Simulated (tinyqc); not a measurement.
Hole subbands of a hard-walled well, four-band Luttinger model: one step. The matrix at one k.

Hole energies are counted downwards from the unstrained band edge, c = hbar^2/2m0. After the usual block transformation one block is H = [[P + Q - Zs, R - i S], [R + i S, P - Q + Zs]] in (heavy, light), with P +/- Q = c [(g1 +/- g2) k^2 + (g1 -/+ 2 g2) kz^2], R = sqrt(3) c gR k^2, S = 2 sqrt(3) c g3 k kz, kz = -i d/dz; axial approximation gR = (g2 + g3)/2. Zs = b (e_par - e_perp) is the shear part of the strain (the hydrostatic part shifts all levels alike and is left out). Basis sqrt(2/L) sin(n pi z/L), n = 1 to N, for each component: kz^2 gives (n pi/L)^2 and the heavy-light block is R delta_nm - 2 sqrt(3) c g3 k D_nm with D_nm = 4 n m/(L (n^2 - m^2)) for n + m odd, 0 otherwise. The other block has the same levels. The split-off band is left out, a severe simplification for a spin-orbit splitting near 0.04 eV.

Constants: hbar^2/2m0 = 3.80998211 eV angstrom^2.

Parameters, chosen for this exercise (near those of Si; the results hold for these values, not for the real material): g1 = 4.25 (Luttinger gamma1); g2 = 0.34 (gamma2); g3 = 1.43 (gamma3); L = 145 angstrom (well width along [001]); Zs = 0 eV (shear strain energy); k = 0.0158 1/angstrom (wave vector in the plane); N = 3 (sines for each component).

Question. Fill in the 2N x 2N matrix, in meV.

Give: H(k).

Answer.

H(k) (meV), rows h1, h2, h3, l1, l2, l3 and columns alike:
```
[[10.75, 0, 0, 1.46, 5.48, 0],
 [0, 29.91, 0, -5.48, 1.46, 9.87],
 [0, 0, 61.83, 0, -9.87, 1.46],
 [1.46, -5.48, 0, 12.54, 0, 0],
 [5.48, 1.46, -9.87, 0, 38.99, 0],
 [0, 9.87, 1.46, 0, 0, 83.07]]
```

Run: tinyqc, `OMP_NUM_THREADS=1 python tinyqc.py 1281338 1281339 out.jsonl`; Intel(R) Xeon(R) Processor @ 2.30GHz, one thread, shared host; about 0.2 s of CPU time with all checks.
